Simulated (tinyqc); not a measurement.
Anisotropic elasticity and sound waves of a cubic crystal. Changing the C12. Computed by tinyqc, a small Python program. Command: `OMP_NUM_THREADS=1 python tinyqc.py 3031599 3031600 out.jsonl cubicelastic sweep`. One thread of a shared host (Intel(R) Xeon(R) Processor @ 2.30GHz), about 0.01 s of CPU time with the checks.

Voigt order 1..6 = xx, yy, zz, yz, xz, xy, with engineering shear strains. The rotated frame has x' as named, z' along the wafer normal and y' = z' x x'.

Inputs (values chosen for the exercise, modelled on germanium):
```
quantity,value,unit
C11,128.5,GPa
C44,65.53,GPa
expansion coefficient of the film,5.8,ppm/K
expansion coefficient of the substrate,5.7,ppm/K
cooling Delta T,380,K
```

Frame: (110) wafer, x' along [1-11].

direction cosines a (rows x', y', z' in the cube axes):
```
,x,y,z
x',0.5773503,-0.5773503,0.5773503
y',0.4082483,-0.4082483,-0.8164966
z',0.7071068,0.7071068,0.0000000
```

Method:
- S11 = (C11 + C12)/D, S12 = -C12/D, D = (C11 - C12)(C11 + 2 C12), S44 = 1/C44. Zener ratio A = 2 C44/(C11 - C12); S0 = S11 - S12 - S44/2; H = 2 C44 + C12 - C11.
- C'_ijkl = C12 delta_ij delta_kl + C44 (delta_ik delta_jl + delta_il delta_jk) - H sum_m a_im a_jm a_km a_lm.
- Invert C' to S'. E along x' = 1/S'11, along y' = 1/S'22; Poisson ratios nu(x'y') = -S'12/S'11 and nu(x'z') = -S'13/S'11; in-plane shear modulus 1/S'66.
- On cooling, a thick substrate imposes eps_1 = eps_2 = (alpha_film - alpha_substrate) Delta T and eps_6 = 0; the free surface sets sigma_3 = sigma_4 = sigma_5 = 0, which fixes eps_3, eps_4, eps_5. Biaxial modulus M = (sigma_1 + sigma_2)/(2 eps); energy density M eps^2. Elastic response and constant coefficients are assumed.

One run for each value:
```
C12 (GPa),E along x' (GPa),biaxial modulus M (GPa),Zener ratio A,nu(x'z'),in-plane shear modulus (GPa)
6.43,134.3,136.9,1.07,0.0249,62.46
20.10,141.6,151.3,1.21,0.0803,57.51
33.70,147.3,163.0,1.38,0.1240,52.22
47.40,152.0,172.5,1.62,0.1597,46.45
61.00,155.8,180.0,1.94,0.1890,40.26
74.70,159.1,185.8,2.44,0.2138,33.48
88.30,161.8,190.1,3.26,0.2348,26.14
102.00,164.2,193.0,4.95,0.2530,18.05
116.00,166.4,194.7,10.48,0.2693,8.95
```

What does the table show, and why?

Over the rows, E along x' (GPa) rises from 134 to 166 (exponent d ln y / d ln x 0.046 between the first rows and 0.10 between the last); biaxial modulus M (GPa) rises from 137 to 195 (exponent d ln y / d ln x 0.088 between the first rows and 0.069 between the last); Zener ratio A rises from 1.07 to 10.5 (exponent d ln y / d ln x 0.10 between the first rows and 5.8 between the last). As C12 nears C11 the shear constant (C11 - C12)/2 vanishes, and directions that use it turn soft.
